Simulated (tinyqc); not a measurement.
Interpolating the pair or each band alone: Wannier functions of a composite (isolated) pair of valence bands (bonds of an sp chain).

Each atom has a hybrid pointing left (<) and right (>). H(k): diagonal +V3 on A, -V3 on B; <A<|A>> = -V1a, <B<|B>> = -V1b, <A>|B<> = -V2, <B>|A<> = -V2p exp(ik); k in 1/a, Bloch sums with exp(ikR). The two lowest bands are filled. Trial functions in cell 0: g1 = cos(c) A> + sin(c) B<, and g2 = sin(c) B> + cos(c) A< of cell 1, whose Bloch vector has cos(c) exp(-ik) on A<. Projection A_mn = <psi_m|g_n>, S = A^+ A, Loewdin U = A S^(-1/2), Bloch-like states w_n = sum_m psi_m U_mn, H_W(k) = U^+ diag(E) U. P = sum_m |psi_m><psi_m| is free of phase choices, and S = g^+ P g, w = P g S^(-1/2).

Parameters, chosen for this exercise:
- V2 = 4.83 eV (coupling in the bond A-B inside the cell)
- V2p = 3.13 eV (coupling in the bond to the next cell)
- V1a = 1.65 eV (coupling of the two hybrids on A)
- V1b = 1.77 eV (the same on B)
- V3 = 1.83 eV (A at +V3, B at -V3)
- c = 45 degrees (trial bonds cos(c) on A, sin(c) on B)

Largest error on 25 points from 0 to pi. Pair: diagonalise the Hermitian part of sum_R exp(ikR) H(R) over the N cells nearest the origin, with H(R) the mean of exp(-ikR) H_W(k) on the mesh k = 2 pi j/N. Alone: the cosine series of each sorted band on the same mesh.

Errors (meV):
```
N,pair,each band alone
3,15.93177,45.43512
4,0.71110,5.64141
5,0.90762,7.34002
6,0.10308,0.76015
8,0.01122,0.15101
10,0.00122,0.02496
14,0.00002,0.00096
```

smallest spacing of the two filled bands = 2.1513 eV

At N = 6 the pair errs by 0.10 meV and the single bands by 0.76; at N = 10, 0.0012 against 0.025. Both fall exponentially: the pair at a rate tied to the gap to the empty bands (5.06 eV), the single bands at a slower one tied to their own spacing (2.151 eV at the closest). Not every column falls at every step, since even meshes hold k = pi and odd ones do not.

(tinyqc, `OMP_NUM_THREADS=1 python tinyqc.py 1452128 1452129 out.jsonl`, Intel(R) Xeon(R) Processor @ 2.30GHz, 1 thread, shared host, about 0.2 s.)
